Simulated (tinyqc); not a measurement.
# Trap density from the barrier height

Question. In a partly depleted grain with all boundary traps filled, 2 N W = Qt and VB = q N W^2/(2 eps0 eps_r). Find Qt, W and the doping at which VB would equal Vt.

Values chosen for this exercise:
- T = 250 K (temperature)
- eps_r = 11.7 (relative permittivity)

Constants: q = 1.602176634e-19 C, kB = 1.380649e-23 J/K, Vt = kB T/q, eps0 = 8.8541878128e-14 F/cm where lengths are in cm. Results are converted to the units shown.

doping = 8.9e17 cm^-3
barrier height = 0.062776002 V

Solution. Eliminating W gives VB = q Qt^2/(8 eps0 eps_r N), which falls as 1/N.

Qt = 1.70e12 cm^-2
W = 9.55 nm
doping for VB = Vt = 2.59e18 cm^-3

Computed by the program tinyqc: `OMP_NUM_THREADS=1 python tinyqc.py 2830030 2830031 out.jsonl`, one thread of a shared Intel Xeon 2.30GHz, about 0.01 s for the whole run.
